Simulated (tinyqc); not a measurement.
Phase shift across the band: Koster-Slater impurity in a tight-binding band, by Green functions and by supercells. Computed by tinyqc, a small Python program. Command: `OMP_NUM_THREADS=1 python tinyqc.py 3028055 3028056 out.jsonl kosterslater walk`. One thread of a shared host (Intel(R) Xeon(R) Processor @ 2.30GHz), about 0.04 s of CPU time with the checks.

One orbital per site, e(k) = -2 t sum cos(k_i) over 3 direction(s), band from -6 t to 6 t, lattice constant 1. One site has the extra energy U. Spin is left out.

Inputs (values chosen for the exercise, for a model band): hopping t = 2 eV; impurity potential U = 13.3 eV; broadening eta = 0.2 eV.

Lattice: simple cubic.

Method:
- Outside the band G0(E) = (1/pi) int_0^pi dk (2/(pi z)) K(16 t^2/z^2), z = E + 2 t cos k, K the complete elliptic integral with parameter m; 200 Gauss-Legendre points.
- A bound state solves 1/U = G0(E).
- Bisection in ln(distance from the edge) between 1e-5 t and |U| + t. Weight on the impurity site: -1/(U^2 dG0/dE), by a central difference with step min(1e-4 t, distance/30). Decay length along an axis: 1/arccosh(1 + distance/(2 t)).
- Inside the band G0(z), z = E + i eta, comes from the chain form 1/(sqrt(y - 2t) sqrt(y + 2t)) (principal roots) at y = z + 2 t cos k + 2 t cos k', averaged over k and k' in (0, pi) with 200 Gauss-Legendre points each.
- delta/pi = -arg(1 - U G0)/pi counts the states added below E (Friedel); host DOS = -Im G0/pi, DOS on the impurity = -Im[G0/(1 - U G0)]/pi; 13 evenly spaced energies from -(band edge + |U| + 2t) to +(band edge + |U| + 2t).

distance from the band edge = 3.25058 eV

level E_b = 15.2506 eV

Across the spectrum:

| E (eV) | Re G0 (1/eV) | host DOS (1/eV) | DOS on the impurity (1/eV) | delta/pi |
|---|---|---|---|---|
| -29.300 | -0.03516 | 0.000081 | 0.00004 | -0.00074 |
| -24.417 | -0.04279 | 0.000122 | 0.00005 | -0.00104 |
| -19.533 | -0.05506 | 0.000210 | 0.00007 | -0.00161 |
| -14.650 | -0.07956 | 0.000504 | 0.00012 | -0.00326 |
| -9.767 | -0.13079 | 0.015827 | 0.00199 | -0.07540 |
| -4.883 | -0.14739 | 0.048228 | 0.00376 | -0.19024 |
| 0.000 | 0.00000 | 0.069872 | 0.00734 | -0.39496 |
| 4.883 | 0.14739 | 0.048228 | 0.00968 | -0.64156 |
| 9.767 | 0.13079 | 0.015827 | 0.01608 | -0.76775 |
| 14.650 | 0.07956 | 0.000504 | 0.13167 | -0.88943 |
| 19.533 | 0.05506 | 0.000210 | 0.00293 | -0.01044 |
| 24.417 | 0.04279 | 0.000122 | 0.00066 | -0.00378 |
| 29.300 | 0.03516 | 0.000081 | 0.00029 | -0.00203 |

What follows from these numbers?

delta/pi starts and ends near zero (-0.001 and -0.002): the impurity moves states but creates none. delta/pi is negative in the band, down to -0.89 among these rows (-1 just below the level for small eta), and the lost state returns at the level above the band (15.251 eV).

Extremes, crossings and ranges named in words are read from the listed rows.
